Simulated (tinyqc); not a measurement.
Defect equilibria of an oxide against oxygen pressure (mass action): one step, computed by the program tinyqc.

Defects: oxygen vacancies V (charge +2), electrons n, holes p, the ionic partner X = V_M'' (charge -2), and the dopant. Activities are taken equal to concentrations.

Question. Solution at the given pressure. Neutrality: 2 [V] + p = n + 2 [X] + N_d. With n as the unknown, [V] = K_r/(n^2 P^(1/2)), p = K_i/n, [X] = K_s/[V]; the log ratio is ln(positive/negative). The root is found by 60 bisections in ln n between n = 1e-10 and 1e25 cm^-3.

Inputs (values chosen for the exercise, for a model oxide): dopant density N_d = 3.6e+20 cm^-3; temperature T = 1200 K; oxygen pressure P = 2e-05 atm.

Ionic disorder: Schottky, oxide MO. Dopant (singly charged, fully ionised): acceptor.

K_r = 5.918297e+52 cm^-9 atm^(1/2)

K_i = 4.616111e+24 cm^-6

K_s = 3.395545e+35 cm^-6

Give: n; [V]; p; [X].

Answer.

n = 2.710e+17 cm^-3

[V] = 1.801e+20 cm^-3

p = 1.703e+07 cm^-3

[X] = 1.885e+15 cm^-3

The largest terms give the Brouwer balance 2 [V] = N_d; the smaller of the two terms is 100 % of the total charge of one sign.
